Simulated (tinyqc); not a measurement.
What each parameter does: polytypes by hexagonality, and a cubic inclusion as a quantum well.

Gap: E3 + (E2 - E3) h. Valence top Ev2 h and polarisation P2 h, both counted from 3C; Ec = Ev + gap.

A cubic inclusion of width L = N d in the host (h = 1) is a well of depth V = Ec(host) - Ec(3C). Square well with mass mismatch: k tan(k L/2) = (m_w/m_b) q, k = sqrt(m_w E/c), q = sqrt(m_b (V - E)/c), c = hbar^2/2m0, lowest root. The depth of the level, V - E, is its binding, and the transition to the valence top of the host is gap(host) - (V - E). The step in polarisation gives a field |F| = |P|/(eps eps0) in a thin inclusion, eps0 = 8.8541878e-12 F/m.

Constants: hbar^2/2m0 = 3.80998211 eV angstrom^2.

Inputs chosen for the exercise (of the order of those of InAs; shifted at random, so the results belong to these values and not to a real crystal): E3 = 0.412 eV (gap of the cubic polytype); E2 = 0.456 eV (gap of 2H); Ev2 = 0.049 eV (valence top of 2H above that of 3C); P2 = 0.0018 C/m^2 (spontaneous polarisation of 2H); m = (0.024, 0.024) m0 (electron mass along c in the cubic layer and in the host); d = 3.502 angstrom (thickness of a double layer); eps = 14.7 (dielectric constant); N = 6 (double layers in the cubic inclusion).

Well depth, depth of the level, transition without the field and field.

One parameter was then changed.

Results before and after:
```
case,V (eV),depth (eV),transition (eV),|F| (MV/cm)
base,0.0930,0.0055,0.4505,0.138
changed,0.0930,0.0073,0.4487,0.138
```

Which of these changes was made? (a) E3 = 0.392 eV; (b) m = (0.029, 0.024) m0; (c) P2 = 0.0023 C/m^2; (d) N = 7; (e) E2 = 0.486 eV; (f) Ev2 = 0.079 eV; (g) eps = 15.7.

Answer: (d) N = 7. Of the candidates, run in turn, only this one gives the changed row.

All candidates:
```
case,V (eV),depth (eV),transition (eV),|F| (MV/cm)
base,0.0930,0.0055,0.4505,0.138
N = 7,0.0930,0.0073,0.4487,0.138
Ev2 = 0.079 eV,0.1230,0.0095,0.4465,0.138
E3 = 0.392 eV,0.1130,0.0080,0.4480,0.138
E2 = 0.486 eV,0.1230,0.0095,0.4765,0.138
P2 = 0.0023 C/m^2,0.0930,0.0055,0.4505,0.177
eps = 15.7,0.0930,0.0055,0.4505,0.129
"m = (0.029, 0.024) m0",0.0930,0.0056,0.4504,0.138
```

Run: tinyqc, `OMP_NUM_THREADS=1 python tinyqc.py 1850841 1850842 out.jsonl`; Intel(R) Xeon(R) Processor @ 2.30GHz, one thread, shared host; about 0.04 s of CPU time with all checks.
